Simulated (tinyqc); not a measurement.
# Changing the diffusion length L

Model: surface photovoltage measurement of the minority-carrier diffusion length in a wafer. Computed by tinyqc, a small Python program. Command: `OMP_NUM_THREADS=1 python tinyqc.py 3130082 3130083 out.jsonl spv sweep`. One thread of a shared host (Intel(R) Xeon(R) Processor @ 2.30GHz), about 0.02 s of CPU time with the checks.

Low injection, steady light, a depletion layer much thinner than 1/alpha and L. The excess density dn is taken at the front edge of the neutral region; light that reaches the back is lost.

Inputs (values chosen for the exercise, modelled on p-type silicon at room temperature):

| quantity | value | unit |
|---|---|---|
| wafer thickness W | 525 | micrometre |
| diffusivity D | 30.4 | cm^2/s |
| front recombination velocity S_f | 28000 | cm/s |
| back recombination velocity S_b | 34000 | cm/s |
| photon flux entering | 1.6e+13 | 1/(cm^2 s) |
| minority density at the surface barrier scale n_0 | 1.2e+08 | 1/cm^3 |
| temperature T | 298 | K |
| wavelength | 874 | nm |
| relative noise of each reading | 1 | % |

normal deviates g for the noise: 1.28  -0.03  0.38  -0.30  1.04  -0.01  -0.64

Constants: k_B = 8.617333262e-05 eV/K.

Method:
- alpha = (84.732/lambda - 76.417)^2 per cm with lambda in micrometre (an empirical fit for silicon between 0.7 and 1.05 micrometre).
- Thick wafer: dn = Phi L/((S_f + D/L)(L + 1/alpha)). Finite wafer, with s = S_b L/D, w = W/L, a = alpha L: dn = [Phi a/(a^2 - 1)] [a - B - exp(-alpha W)(a - s)/(cosh w + s sinh w)]/(S_f + B D/L), B = (sinh w + s cosh w)/(cosh w + s sinh w).
- Photovoltage V = (k_B T/e) ln(1 + dn/n_0). Lifetime = L^2/D.
- Readings y = (Phi/dn) (1 + noise x g) at 780, 830, 880, 920, 950, 975 and 995 nm; a least-squares line y = c (1/alpha + L_app) gives L_app = intercept/slope.

One run for each value:

| diffusion length L (micrometre) | apparent length L_app (micrometre) | error of L_app (rounded to 0.001) (%) | dn, finite wafer (1/cm^3) | B |
|---|---|---|---|---|
| 8 | 8.4 | 4.940e+00 | 6.113e+07 | 1.000 |
| 15 | 15.5 | 3.332e+00 | 1.284e+08 | 1.000 |
| 29 | 29.7 | 2.536e+00 | 2.287e+08 | 1.000 |
| 54 | 55.2 | 2.303e+00 | 3.305e+08 | 1.000 |
| 100 | 102.4 | 2.366e+00 | 4.166e+08 | 1.000 |
| 190 | 189.9 | -7.600e-02 | 4.798e+08 | 1.007 |
| 370 | 305.9 | -1.732e+01 | 5.157e+08 | 1.118 |
| 700 | 380.5 | -4.564e+01 | 5.291e+08 | 1.556 |
| 1300 | 410.1 | -6.846e+01 | 5.334e+08 | 2.570 |
| 2500 | 420.0 | -8.320e+01 | 5.347e+08 | 4.753 |

What does the table show?

Over the rows, apparent length L_app (micrometre) rises from 8.40 to 420 (exponent d ln y / d ln x 0.98 between the first rows and 0.037 between the last); error of L_app (rounded to 0.001) (%) lies between -83.2 and 4.94 without a single trend; dn, finite wafer (1/cm^3) rises from 6.11e7 to 5.35e8 (exponent d ln y / d ln x 1.2 between the first rows and 0.0037 between the last).

Extremes, crossings and ranges named in words are read from the listed rows.
